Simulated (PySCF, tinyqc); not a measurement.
Inside a calculation. Method: FCI on RHF in the sto-3g basis, for H4, spin multiplicity 1. The lowest restricted solution is unstable here: a spin-polarised one lies 0.0046 hartree lower (PySCF). Computed by tinyqc, a small Python program that keeps every step (integrals from PySCF). Settings: charge = 0, multiplicity = 1, basis = sto-3g, method = RHF, energy threshold = 1e-10, iteration cap = 72, orthogonalisation = symmetric, start = atomic densities, DIIS depth = 6, ci = FCI, davidson = 1. Command: `OMP_NUM_THREADS=1 python tinyqc.py 23952 23953 out.jsonl` (the two numbers bound the seeds that draw the settings). One thread of a shared host (Intel(R) Xeon(R) Processor @ 2.60GHz), about 0.1 s of CPU time with the checks. The early iterations of the SCF are left out here.

## One-electron integrals

Geometry (angstrom):
```
atom         x         y         z
H     0.000000  0.000000  0.000000
H     0.000000  0.000000  1.156000
H     0.000000  0.000000  2.461000
H     0.000000  0.000000  3.617000
```

Basis sto-3g: exponents (1/bohr^2) and contraction coefficients of normalised primitives:
```
element  l (shell)  exponent  coefficient
H            s (1)  3.425251     0.154329
H            s (1)  0.623914     0.535328
H            s (1)  0.168855     0.444635
```

Overlap, kinetic and nuclear-attraction integrals over the contracted functions; the nuclear repulsion is the sum of Za Zb / Rab.

nuclear repulsion = 1.89738464 hartree

overlap S:
```
          1H 1s     2H 1s     3H 1s     4H 1s
1H 1s  1.000000  0.409599  0.053258  0.004559
2H 1s  0.409599  1.000000  0.336789  0.053258
3H 1s  0.053258  0.336789  1.000000  0.409599
4H 1s  0.004559  0.053258  0.409599  1.000000
```

kinetic energy T (hartree):
```
           1H 1s      2H 1s      3H 1s      4H 1s
1H 1s   0.760032   0.063181  -0.010882  -0.002509
2H 1s   0.063181   0.760032   0.032936  -0.010882
3H 1s  -0.010882   0.032936   0.760032   0.063181
4H 1s  -0.002509  -0.010882   0.063181   0.760032
```

nuclear attraction V (hartree):
```
           1H 1s      2H 1s      3H 1s      4H 1s
1H 1s  -2.038098  -0.799214  -0.097707  -0.008000
2H 1s  -0.799214  -2.293589  -0.672981  -0.097707
3H 1s  -0.097707  -0.672981  -2.293589  -0.799214
4H 1s  -0.008000  -0.097707  -0.799214  -2.038098
```

core Hamiltonian H = T + V (hartree):
```
           1H 1s      2H 1s      3H 1s      4H 1s
1H 1s  -1.278066  -0.736033  -0.108589  -0.010509
2H 1s  -0.736033  -1.533558  -0.640045  -0.108589
3H 1s  -0.108589  -0.640045  -1.533558  -0.736033
4H 1s  -0.010509  -0.108589  -0.736033  -1.278066
```

## Two-electron integrals

Functions are numbered as in S; the eight-fold symmetry (ij|kl) = (ji|kl) = (kl|ij) leaves the list below.

Two-electron integrals (ij|kl) in chemists' order, unique and non-zero (hartree):
```
(11|11) 0.774606   (21|11) 0.243229   (21|21) 0.103318   (22|11) 0.430248
(22|21) 0.243229   (22|22) 0.774606   (31|11) 0.022116   (31|21) 0.010719
(31|22) 0.029976   (31|31) 0.001373   (32|11) 0.099762   (32|21) 0.056481
(32|22) 0.191166   (32|31) 0.008870   (32|32) 0.067349   (33|11) 0.214905
(33|21) 0.116197   (33|22) 0.390279   (33|31) 0.022116   (33|32) 0.191166
(33|33) 0.774606   (41|11) 0.001372   (41|21) 0.000725   (41|22) 0.002244
(41|31) 0.000108   (41|32) 0.000776   (41|33) 0.002244   (41|41) 0.000009
(42|11) 0.012258   (42|21) 0.006683   (42|22) 0.022116   (42|31) 0.001120
(42|32) 0.008870   (42|33) 0.029976   (42|41) 0.000108   (42|42) 0.001373
(43|11) 0.071828   (43|21) 0.036825   (43|22) 0.116197   (43|31) 0.006683
(43|32) 0.056481   (43|33) 0.243229   (43|41) 0.000725   (43|42) 0.010719
(43|43) 0.103318   (44|11) 0.146302   (44|21) 0.071828   (44|22) 0.214905
(44|31) 0.012258   (44|32) 0.099762   (44|33) 0.430248   (44|41) 0.001372
(44|42) 0.022116   (44|43) 0.243229   (44|44) 0.774606
```

## Orthogonalisation

S = U s U^T; symmetric (Loewdin) form X = U s^(-1/2) U^T, so that X^T S X = 1.

eigenvalues of S: 0.436168  0.678910  1.222485  1.662437

X:
```
           1H 1s      2H 1s      3H 1s      4H 1s
1H 1s   1.074548  -0.241237   0.035078  -0.005943
2H 1s  -0.241237   1.129369  -0.208741   0.035078
3H 1s   0.035078  -0.208741   1.129369  -0.241237
4H 1s  -0.005943   0.035078  -0.241237   1.074548
```

## Iteration 9 (converged): orbitals

converged F (hartree):
```
           1H 1s      2H 1s      3H 1s      4H 1s
1H 1s  -0.201965  -0.414389  -0.079459   0.010455
2H 1s  -0.414389  -0.250774  -0.266119  -0.079459
3H 1s  -0.079459  -0.266119  -0.250774  -0.414389
4H 1s   0.010455  -0.079459  -0.414389  -0.201965
```

Diagonalise F' = X^T F X, C = X C', fill 2 alpha and 2 beta electrons from the bottom; D = 2 C_occ C_occ^T. Each column has its largest component positive (the first on a tie).

F' = X^T F X (hartree):
```
           1          2          3          4
1  -0.034947  -0.409305   0.042769   0.011882
2  -0.409305   0.000079  -0.258853   0.042769
3   0.042769  -0.258853   0.000079  -0.409305
4   0.011882   0.042769  -0.409305  -0.034947
```

orbital energies (hartree): MO1 -0.525936, MO2 -0.371173, MO3 0.244097, MO4 0.583277

coefficients C:
```
            MO1        MO2        MO3        MO4
1H 1s  0.327272   0.506880   0.696493  -0.604135
2H 1s  0.440203   0.392822  -0.501248   0.882687
3H 1s  0.440203  -0.392822  -0.501248  -0.882687
4H 1s  0.327272  -0.506880   0.696493   0.604135
```

D after iteration 9:
```
           1H 1s      2H 1s      3H 1s      4H 1s
1H 1s   0.728068   0.686359  -0.110095  -0.299640
2H 1s   0.686359   0.696174   0.078939  -0.110095
3H 1s  -0.110095   0.078939   0.696174   0.686359
4H 1s  -0.299640  -0.110095   0.686359   0.728068
```

## Convergence

Stop when the energy changes by less than 1e-10 hartree and every element of the error matrix X^T (F D S - S D F) X is below 3e-06.

Course of the cycle:
```
iteration  E (hartree)     change  largest element of the error matrix
1          -1.39488461          -                             2.01e-02
2          -2.02816636  -6.33e-01                             4.45e-02
3          -2.02820707  -4.07e-05                             4.43e-02
4          -2.03141844  -3.21e-03                             1.25e-02
5          -2.03169107  -2.73e-04                             2.00e-03
6          -2.03169800  -6.93e-06                             4.09e-04
7          -2.03169821  -2.08e-07                             2.28e-04
8          -2.03169830  -9.34e-08                             6.53e-07
9          -2.03169830  -3.16e-13                             5.30e-07
```

PySCF RHF in the same basis = -2.03169830 hartree

Converged in 9 iterations.

## Integrals over molecular orbitals

(pq|rs) = sum C_ip C_jq C_kr C_ls (ij|kl), one index at a time.

one-electron integrals over orbitals h = C^T H C (hartree):
```
           1          2          3          4
1  -1.605150   0.000000   0.130965   0.000000
2   0.000000  -1.426823   0.000000  -0.106969
3   0.130965   0.000000  -1.162932   0.000000
4   0.000000  -0.106969   0.000000  -0.979231
```

Two-electron integrals over orbitals (pq|rs), unique and non-zero (hartree):
```
(11|11) 0.440807    (21|21) 0.171296    (22|11) 0.404852    (22|22) 0.417242
(31|11) -0.063918   (31|22) 0.008073    (31|31) 0.110747    (32|21) 0.083193
(32|32) 0.125260    (33|11) 0.409015    (33|22) 0.412504    (33|31) -0.001284
(33|33) 0.428225    (41|21) 0.033036    (41|32) -0.071730   (41|41) 0.097987
(42|11) 0.068692    (42|22) 0.002620    (42|31) -0.106634   (42|33) 0.000075
(42|42) 0.111705    (43|21) -0.167831   (43|32) -0.085810   (43|41) -0.031346
(43|43) 0.179225    (44|11) 0.460392    (44|22) 0.425708    (44|31) -0.067629
(44|33) 0.437082    (44|42) 0.074826    (44|44) 0.502052
```

## FCI: determinants and Hamiltonian

Hartree-Fock energy = -2.03169830 hartree

Slater-Condon rules over spin orbitals, with the nuclear repulsion added and E(HF) subtracted on the diagonal. Only determinants linked to the reference directly or through others are kept (one block of an abelian symmetry group), so some states are absent.

Occupation strings over the orbitals (2 doubly, a alpha, b beta, 0 empty; spin orbitals ordered 1a 1b 2a 2b ...): 2200 2a0b a2b0 2b0a b2a0 aabb 2020 abab 2002 abba baab 0220 baba 0202 bbaa a0b2 0a2b b0a2 0b2a 0022

H - E(HF) between determinants (hartree):
```
           2200       2a0b       a2b0       2b0a       b2a0       aabb       2020       abab
2200   0.000000   0.000000   0.000000   0.000000   0.000000   0.034904   0.125260   0.071730
2a0b   0.000000   0.640447   0.061196  -0.111705   0.106634  -0.038836  -0.085810   0.083193
a2b0   0.000000   0.061196   0.471766   0.106634  -0.110747  -0.050228  -0.083193   0.085810
2b0a   0.000000  -0.111705   0.106634   0.640447   0.061196   0.000000   0.085810  -0.031346
b2a0   0.000000   0.106634  -0.110747   0.061196   0.471766   0.000000   0.083193  -0.033036
aabb   0.034904  -0.038836  -0.050228   0.000000   0.000000   0.953977  -0.071730  -0.125260
2020   0.125260  -0.085810  -0.083193   0.085810   0.083193  -0.071730   0.676514  -0.096101
abab   0.071730   0.083193   0.085810  -0.031346  -0.033036  -0.125260  -0.096101   1.082046
2002   0.111705   0.072206   0.000000  -0.072206   0.000000   0.106634   0.179225  -0.167831
abba  -0.106634   0.000000  -0.068618   0.075702   0.000000  -0.111705   0.167831  -0.179225
baab  -0.106634  -0.075702   0.000000   0.000000   0.068618  -0.110747   0.167831  -0.171296
0220   0.110747   0.000000   0.062634   0.000000  -0.062634   0.106634   0.171296  -0.167831
baba   0.071730   0.031346   0.033036  -0.083193  -0.085810  -0.097987  -0.096101   0.000000
0202   0.097987  -0.033036  -0.031346   0.033036   0.031346  -0.071730   0.000000  -0.096101
bbaa   0.034904   0.000000   0.000000   0.038836   0.050228   0.000000  -0.071730  -0.097987
a0b2   0.000000  -0.106634   0.111705   0.034904   0.000000  -0.003589   0.031346  -0.085810
0a2b   0.000000   0.110747  -0.106634   0.000000   0.034904   0.013068   0.033036  -0.083193
b0a2   0.000000   0.034904   0.000000  -0.106634   0.111705   0.000000  -0.031346   0.033036
0b2a   0.000000   0.000000   0.034904   0.110747  -0.106634   0.000000  -0.033036   0.031346
0022   0.000000   0.000000   0.000000   0.000000   0.000000   0.034904   0.097987   0.071730

           2002       abba       baab       0220       baba       0202       bbaa       a0b2
2200   0.111705  -0.106634  -0.106634   0.110747   0.071730   0.097987   0.034904   0.000000
2a0b   0.072206   0.000000  -0.075702   0.000000   0.031346  -0.033036   0.000000  -0.106634
a2b0   0.000000  -0.068618   0.000000   0.062634   0.033036  -0.031346   0.000000   0.111705
2b0a  -0.072206   0.075702   0.000000   0.000000  -0.083193   0.033036   0.038836   0.034904
b2a0   0.000000   0.000000   0.068618  -0.062634  -0.085810   0.031346   0.050228   0.000000
aabb   0.106634  -0.111705  -0.110747   0.106634  -0.097987  -0.071730   0.000000  -0.003589
2020   0.179225   0.167831   0.167831   0.171296  -0.096101   0.000000  -0.071730   0.031346
abab  -0.167831  -0.179225  -0.171296  -0.167831   0.000000  -0.096101  -0.097987  -0.085810
2002   1.348772   0.061196   0.061196   0.000000  -0.167831   0.171296   0.106634  -0.036866
abba   0.061196   1.081251   0.000000   0.061196  -0.171296   0.167831  -0.110747   0.122434
baab   0.061196   0.000000   1.081251   0.061196  -0.179225   0.167831  -0.111705   0.000000
0220   0.000000   0.061196   0.061196   0.994533  -0.167831   0.179225   0.106634   0.000000
baba  -0.167831  -0.171296  -0.179225  -0.167831   1.082046  -0.096101  -0.125260  -0.033036
0202   0.171296   0.167831   0.167831   0.179225  -0.096101   1.515690  -0.071730   0.083193
bbaa   0.106634  -0.110747  -0.111705   0.106634  -0.125260  -0.071730   0.953977   0.000000
a0b2  -0.036866   0.122434   0.000000   0.000000  -0.033036   0.083193   0.000000   1.631341
0a2b   0.000000   0.000000   0.101471  -0.018389  -0.031346   0.085810   0.000000   0.061196
b0a2   0.036866   0.000000  -0.122434   0.000000   0.085810  -0.083193   0.003589  -0.110747
0b2a   0.000000  -0.101471   0.000000   0.018389   0.083193  -0.085810  -0.013068   0.106634
0022   0.110747  -0.106634  -0.106634   0.111705   0.071730   0.125260   0.034904   0.025768

           0a2b       b0a2       0b2a       0022
2200   0.000000   0.000000   0.000000   0.000000
2a0b   0.110747   0.034904   0.000000   0.000000
a2b0  -0.106634   0.000000   0.034904   0.000000
2b0a   0.000000  -0.106634   0.110747   0.000000
b2a0   0.034904   0.111705  -0.106634   0.000000
aabb   0.013068   0.000000   0.000000   0.034904
2020   0.033036  -0.031346  -0.033036   0.097987
abab  -0.083193   0.033036   0.031346   0.071730
2002   0.000000   0.036866   0.000000   0.110747
abba   0.000000   0.000000  -0.101471  -0.106634
baab   0.101471  -0.122434   0.000000  -0.106634
0220  -0.018389   0.000000   0.018389   0.111705
baba  -0.031346   0.085810   0.083193   0.071730
0202   0.085810  -0.083193  -0.085810   0.125260
bbaa   0.000000   0.003589  -0.013068   0.034904
a0b2   0.061196  -0.110747   0.106634   0.025768
0a2b   1.445783   0.106634  -0.111705   0.053817
b0a2   0.106634   1.631341   0.061196  -0.025768
0b2a  -0.111705   0.061196   1.445783  -0.053817
0022   0.053817  -0.025768  -0.053817   1.964911
```

## FCI: roots

Diagonalise (each vector has its largest component positive (the first on a tie)); all determinants have Ms = 0, so triplets appear too. The lowest singlet root is the correlation energy.

lowest roots of this matrix, relative to E(HF) (hartree): -0.091031  0.207634  0.305746  0.508278  0.603953  0.610540  0.726612  0.859072

lowest vectors:
```
         root 1     root 2     root 3    root 4
2200   0.950064   0.000000   0.072721  0.000000
2a0b   0.001996  -0.374476   0.223272  0.000000
a2b0   0.003812   0.575801   0.380558  0.000000
2b0a  -0.001996  -0.374476  -0.223272  0.000000
b2a0  -0.003812   0.575801  -0.380558  0.000000
aabb  -0.029298   0.016881   0.158176  0.408248
2020  -0.195525   0.000000   0.570606  0.000000
abab  -0.080298  -0.010958  -0.117915  0.408248
2002  -0.067633   0.000000  -0.226103  0.000000
abba   0.109596   0.101521  -0.040261  0.408248
baab   0.109596  -0.101521  -0.040261  0.408248
0220  -0.089622   0.000000  -0.356228  0.000000
baba  -0.080298   0.010958  -0.117915  0.408248
0202  -0.077304   0.000000   0.130178  0.000000
bbaa  -0.029298  -0.016881   0.158176  0.408248
a0b2  -0.007908  -0.091524  -0.039771  0.000000
0a2b  -0.006515   0.095564  -0.016398  0.000000
b0a2   0.007908  -0.091524   0.039771  0.000000
0b2a   0.006515   0.095564   0.016398  0.000000
0022   0.041047   0.000000  -0.003787  0.000000
```

<S^2> of these roots: 0.000000  2.000000  0.000000  6.000000  2.000000  0.000000  0.000000  0.000000

weight of the ground state by excitation level 0, 1, 2, ...: 0.902621  0.000037  0.095447  0.000210  0.001685

## The lowest root by the Davidson method

Start from the reference; add the residual divided by (theta - H_ii), orthogonalised, at each step.

Davidson iterations:
```
iteration  subspace  lowest Ritz value (hartree)  residual norm
1                 1                            0       2.92e-01
2                 2                  -0.08530014       9.86e-02
3                 3                  -0.09071521       2.44e-02
4                 4                  -0.09100840       4.13e-03
5                 5                  -0.09102613       1.72e-03
6                 6                  -0.09103061       2.17e-04
7                 7                  -0.09103064       2.48e-05
8                 8                  -0.09103064       4.12e-06
9                 9                  -0.09103064       8.01e-07
10               10                  -0.09103064       1.13e-07
11               11                  -0.09103064       3.51e-09
```
